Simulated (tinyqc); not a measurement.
# Changing the temperature T

Model: concentration-dependent dopant diffusion with charged defects and the built-in field. Computed by tinyqc, a small Python program. Command: `OMP_NUM_THREADS=1 python tinyqc.py 3003264 3003265 out.jsonl extrinsic sweep`. One thread of a shared host (Intel(R) Xeon(R) Processor @ 2.30GHz), about 0.5 s of CPU time with the checks.

A constant source C_s feeds a half space. The dopant moves through neutral point defects and through charged ones, whose number grows with the majority carrier density n.

Inputs (values chosen for the exercise, modelled on phosphorus in silicon): neutral prefactor D0x = 4.03 cm^2/s; neutral activation energy E0 = 3.65 eV; singly charged prefactor D01 = 4.01 cm^2/s; activation energy E1 = 4 eV; doubly charged prefactor D02 = 45.9 cm^2/s; activation energy E2 = 4.38 eV; surface concentration C_s = 3.3e+19 1/cm^3; junction level C_B = 4.2e+16 1/cm^3; time t = 100 s.

Field enhancement: on.

Constants: k_B = 8.617333262e-05 eV/K.

Method:
- n_i = 3.87e16 T^1.5 exp(-7014/T) per cm^3 (T in kelvin, an empirical form); each D = prefactor x exp(-E/(k_B T)); the intrinsic diffusivity D_i is their sum.
- Temperatures in kelvin are T(C) + 273.15.
- n = C/2 + sqrt(C^2/4 + n_i^2); D(C) = h [Dx + D1 (n/n_i) + D2 (n/n_i)^2], h = 1 + C/sqrt(C^2 + 4 n_i^2).
- With y = x/sqrt(D_s t), u = C/C_s and q = -(D/D_s) du/dy: du/dy = -q D_s/D, dq/dy = -(y/2) q D_s/D, u(0) = 1. The surface flux q(0) is shot so that u tends to 0 (LSODA, an adaptive multistep solver, relative tolerance 1e-10). Dose Q = 2 q(0) C_s sqrt(D_s t).
- The junction lies where C = C_B.

One run for each value:
```
temperature T (C)  junction depth x_j (nm)  enhancement D_s/D_i  n_i (1/cm^3)  intrinsic diffusivity D_i (cm^2/s)
850                                   7.40               4.1331    2.8264e+18                          1.7422e-16
900                                  16.08               3.5424    3.9372e+18                          8.7493e-16
950                                  32.89               3.1206    5.3521e+18                          3.8558e-15
1000                                 63.74               2.8029    7.1191e+18                          1.5145e-14
1050                                117.76               2.5496    9.2883e+18                          5.3718e-14
1100                                208.47               2.3370    1.1910e+19                          1.7401e-13
1150                                355.28               2.1526    1.5037e+19                          5.1978e-13
```

Describe and explain the trends.

Over the rows, junction depth x_j (nm) rises from 7.40 to 355; enhancement D_s/D_i falls from 4.13 to 2.15. The enhancement drops as T rises, because n_i grows relative to C_s.

Caution (all rows): at such concentrations dopants can cluster or exceed their solubility; the active fraction and the diffusivity then fall below the model.
